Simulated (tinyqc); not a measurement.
Ion implantation: universal nuclear stopping, Lindhard-Scharff electronic stopping and a Gaussian range profile: one step, computed by the program tinyqc.

An ion slows by elastic collisions with screened nuclei and by friction with electrons; channelling is ignored and the target is uniform.

Question. Damage. Kinchin-Pease count with efficiency 0.8: N_d = 0.8 nu/(2 E_d), taking all of nu as damage energy (an upper estimate, as recoils also lose energy to electrons). Spread over a depth R_p + dR_p, displacements per atom = Q N_d/(N (R_p + dR_p)).

Inputs (values chosen for the exercise, modelled on silicon ions in aluminium): target density N = 60.2 1/nm^3; dose Q = 4.6e+12 1/cm^2; displacement energy E_d = 25 eV.

energy lost to nuclei nu = 15.67889 keV

projected range R_p = 30.36008 nm

straggle dR_p = 10.11829 nm

Give: displacements per ion N_d; displacements per atom.

Answer.

displacements per ion N_d = 250.9

displacements per atom = 0.004736

One displacement per atom would need a dose of 9.7e14 per cm^2 if no defects annealed.
